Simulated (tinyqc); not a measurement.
Plasmons of a degenerate electron gas in the random-phase approximation: sweeps and comparisons. A value that a table varies takes the place of the one given here.

Zero temperature, parabolic band: kF = (3 pi^2 n)^(1/3), EF = c kF^2/m, Ep^2 = 8 pi c e2 n/(m eb), qTF^2 = 6 pi e2 n/(eb EF), c = hbar^2/2m0, e2 = e^2/(4 pi eps0), n in 1/angstrom^3 (1e-24 per 1/cm^3).

Lindhard function: eps(q, E)/eb = 1 + (qTF/q)^2 (f1 + i f2) with z = q/(2 kF), u = E/(hbar vF q), hbar vF = 2 c kF/m; f1 = 1/2 + [h(z - u) + h(z + u)]/(8 z), h(x) = (1 - x^2) ln|(x + 1)/(x - 1)|; f2 = pi u/2 for z + u < 1, (pi/(8 z))(1 - (z - u)^2) for |z - u| < 1 < z + u, else 0. Pairs exist for c (q^2 - 2 q kF)/m < E < c (q^2 + 2 q kF)/m.

Constants: hbar^2/2m0 = 3.80998211 eV angstrom^2; e^2/(4 pi eps0) = 14.39964547 eV angstrom; a0 (Bohr radius) = 0.5291772105 angstrom.

Values chosen for the exercise (mass and background constant near those of GaAs; polar phonons, which mix with the plasmon in the real crystal, and the rise of the mass with filling are left out; shifted at random, so the results belong to these values and not to a real crystal): n = 3.7e+18 1/cm^3 (electron density); m = 0.0634 m0 (mass); eb = 11.1 (background dielectric constant); ed = 2.1 (dielectric constant of the surroundings); d = 20 angstrom (film thickness); qp = 0.0115 1/angstrom (wave vector of the plasmon).

## Dispersion and weight of the plasmon

Short formula: E^2 = Ep^2 + (3/5)(hbar vF q)^2 + (c q^2/m)^2; qc is where the plasmon meets the top of the continuum. The weight is the share of the f-sum that the plasmon carries, 2E/(Ep^2 d(eps/eb)/dE); a dash marks no undamped root.

Energies (meV):
```
q (1/angstrom)   q/kF  top of continuum  plasmon  short formula  weight
0.00194         0.041             11.38    85.58          85.58   1.000
0.00484         0.101             29.24    87.88          87.84   0.999
0.00775         0.162             48.18    92.16          91.95   0.995
0.0107          0.224             68.42    98.60          97.82   0.979
0.0136          0.284             89.33    107.2          105.1   0.937
0.0155          0.324             103.6    114.2          110.6   0.878
0.0174          0.364             118.3    122.7          116.6   0.755
0.0188          0.393             129.4    130.3          121.3   0.548
0.0213          0.445             149.8        -          130.4       -
0.0252          0.527             183.1        -          146.0       -
```

qc = 0.01938 1/angstrom

What does this show?

Ep = 85.14 meV. The plasmon rises from 85.58 to 130.3 meV just before qc, 53 % above Ep. The short formula errs by -0.79 % at q/kF = 0.22 and -6.89 % next to qc. The weight falls from 1.000 to 0.548 as pairs take over the sum.

## Density dependence

n is multiplied by the factor listed.

Results:
```
factor     rs  EF (meV)  Ep (meV)  Ep/EF  qc/kF  alpha = 3 EF/(5 Ep)
0.10    0.933     29.64     26.92  0.908  0.545                0.661
0.20    0.740     47.05     38.08  0.809  0.499                0.741
0.50    0.545     86.68     60.21  0.695  0.443                0.864
1.0     0.433     137.6     85.14  0.619  0.405                0.970
2.0     0.344     218.4     120.4  0.551  0.370                1.088
5.0     0.253     402.3     190.4  0.473  0.328                1.268
10      0.201     638.6     269.2  0.422  0.299                1.423
```

What does this show, and why?

Over two decades Ep grows by 10.0 (n^(1/2)) and EF by 21.5 (n^(2/3)), so Ep/EF falls from 0.908 to 0.422 as sqrt(rs), and qc/kF from 0.545 to 0.299: in a dense gas the plasmon enters the continuum earlier on the scale of kF. alpha is the coefficient in E = Ep + alpha hbar^2 q^2/(m m0).

## Thin film modes against wave vector (bulk, surface, particle and sheet plasmons)

Drude medium eps = eb (1 - Ep^2/E^2), no retardation. A film of thickness d has modes eps = -ed coth(q d/2) (lower) and eps = -ed tanh(q d/2) (upper); a sheet with ns = n d has E^2 = 4 pi c e2 ns q/(m ed). One surface: eps = -ed; small sphere: eps = -2 ed.

Modes (meV):
```
q d    q (1/angstrom)  lower  upper  sheet
0.020         0.00100  19.08  85.06  19.58
0.050         0.00250  29.09  84.94  30.95
0.10          0.00500  38.92  84.74  43.77
0.20           0.0100  50.01  84.35  61.90
0.50           0.0250  63.95  83.24  97.88
1.0            0.0500  71.72  81.65  138.4
2.0             0.100  76.20  79.60  195.8
4.0             0.200  77.85  78.30  276.8
8.0             0.400  78.07  78.08  391.5
```

bulk, surface, sphere (meV): 85.14  78.08  72.52

What can be read from the table?

At small q d the lower mode tends to the sheet law sqrt(q) (within 5 % up to q d = 0.02 of the values listed) and the upper one starts near the bulk value. At q d = 8 the two are 0.0083 meV apart around the surface value 78.08 meV. Retardation, left out here, matters where q is below about three times sqrt(ed) E/(hbar c), hbar c = 1973.27 eV angstrom: that holds for 0 of the rows (from the top) for the lower mode and 0 for the upper one. From q d = 0.5 on q exceeds half of kF = 0.0478 1/angstrom, where a local dielectric function has failed; it does so earlier, once hbar vF q nears the mode energy. The film is thinner than half a Fermi wavelength, pi/kF, so a real one would be quantised.

## What moves the plasmon

The plasmon is taken at qp. Each row changes one parameter from the base and keeps the others.

Results:
```
case                     Ep (meV)  plasmon at qp (meV)  qc (1/angstrom)
base                        85.14                100.7          0.01938
n = 4.44e+18 1/cm^3         93.27                109.3          0.02011
m = 0.0729 m0               79.40                92.06          0.02046
eb = 9.99                   89.75                104.6          0.02019
qp = 0.00805 1/angstrom     85.14                92.72          0.01938
```

What can be read from the table?

The largest shifts from the base row, up to three for each result and ties (the steps differ in size, so this ranks the rows, not the parameters). Ep (meV): n +8.13, m -5.74, eb +4.61; unchanged at the printed digits by qp. plasmon at qp (meV): m -8.67, n +8.56, qp -8.01. qc (1/angstrom): m +0.00108, eb +0.000813, n +0.000731; unchanged at the printed digits by qp.

Run: tinyqc, `OMP_NUM_THREADS=1 python tinyqc.py 1682671 1682672 out.jsonl`; Intel(R) Xeon(R) Processor @ 2.30GHz, one thread, shared host; about 0.01 s of CPU time with all checks.
